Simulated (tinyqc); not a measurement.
Length of a polyene: Hueckel, PPP and singles CI along the polyenes. Computed by the program tinyqc. Hueckel uses the same beta without repulsion; CIS keeps all single excitations and so misses the low, doubly excited 2Ag state. W is the valence ionisation energy of a centre, MN the Mataga-Nishimoto formula, f the oscillator strength.

All-trans chains of carbon centres 1.40 angstrom apart:
```
parameter                               value
beta (eV), times 1 +/- alternation  -2.110000
alternation                          0.100000
W (eV)                              11.160000
gamma_rr (eV)                       11.030000
repulsion formula                          MN
```

Gaps and excitations (eV):
```
centres  Hueckel gap  PPP orbital gap  bright singlet (CIS)       f  lowest triplet (CIS)
2             4.6420           9.9644                7.4958  0.6427                1.7882
4             3.1164           7.9269                5.3625  0.9285                1.1640
6             2.4190           6.9146                4.4171  1.2875                0.8907
8             2.0255           6.3196                3.8707  1.6198                0.7456
10            1.7748           5.9348                3.5194  1.9315                0.6590
12            1.6021           5.6700                3.2786  2.2293                0.6031
```

What does the comparison show, and why?

The Hueckel gap tends to 4 x alternation x |beta| = 0.84 eV for long chains. Exchange opens the PPP orbital gap, and the attraction of electron and hole brings the bright state 2.39 eV below it at 12 centres; the triplet lies 2.68 eV lower still.
